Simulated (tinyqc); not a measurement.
What each parameter does: quasiparticle equation with a plasmon-pole self-energy for two band edges.

For each edge E = e + X + Sc(E), with the correlation part Sc(E) = A[0]/(E - a + w) + A[1]/(E - b - w); a and b are the valence and conduction energies that enter the Green function (a = ev, b = ec in the one-shot scheme). Z = 1/(1 - dSc/dE), dSc/dE = -A[0]/(E - a + w)^2 - A[1]/(E - b - w)^2.

Parameters, chosen for this exercise (scales of the order of those of SiO2; not measured data):
```
symbol  value         unit  meaning
ev      0             eV    mean-field valence top
ec      5.61          eV    mean-field conduction edge
w       18.3          eV    pole energy
Av      (47.9, 20.4)  eV^2  weights of the valence state on the hole and electron poles
Ac      (23.6, 52.6)  eV^2  the same for the conduction state
Xv      -4.01         eV    exchange minus the mean-field potential, valence
Xc      3.45          eV    the same, conduction
```

Exact one-shot edges and Z of the valence state there. Each row changes one parameter from the base and keeps the others.

Results:
```
case,Ev (eV),Ec (eV),gap (eV),Z
base,-1.8832,6.9035,8.7866,0.8275
w = 19.21 eV,-1.9894,7.0072,8.9966,0.8404
Xv = -4.11 eV,-1.9659,6.9035,8.8693,0.8264
Xc = 3.55 eV,-1.8832,6.9854,8.8686,0.8275
ec = 5.71 eV,-1.8806,7.0004,8.8811,0.8277
"Av = (50.3, 20.4) eV^2",-1.7630,6.9035,8.6664,0.8231
"Ac = (23.6, 55.23) eV^2",-1.8832,6.7774,8.6606,0.8275
```

The largest shifts from the base row, up to three for each result and ties (the steps differ in size, so this ranks the rows, not the parameters). Ev (eV): Av +0.1202, w -0.1062, Xv -0.0827; unchanged at the printed digits by Xc and Ac. Ec (eV): Ac -0.1260, w +0.1038, ec +0.0970; unchanged at the printed digits by Xv and Av. gap (eV): w +0.2100, Ac -0.1260, Av -0.1202. Z: w +0.0129, Av -0.0044, Xv -0.0011; unchanged at the printed digits by Xc and Ac.

Program tinyqc; command `OMP_NUM_THREADS=1 python tinyqc.py 1880208 1880209 out.jsonl`; about 0.02 s on one thread of a shared Intel(R) Xeon(R) Processor @ 2.30GHz.
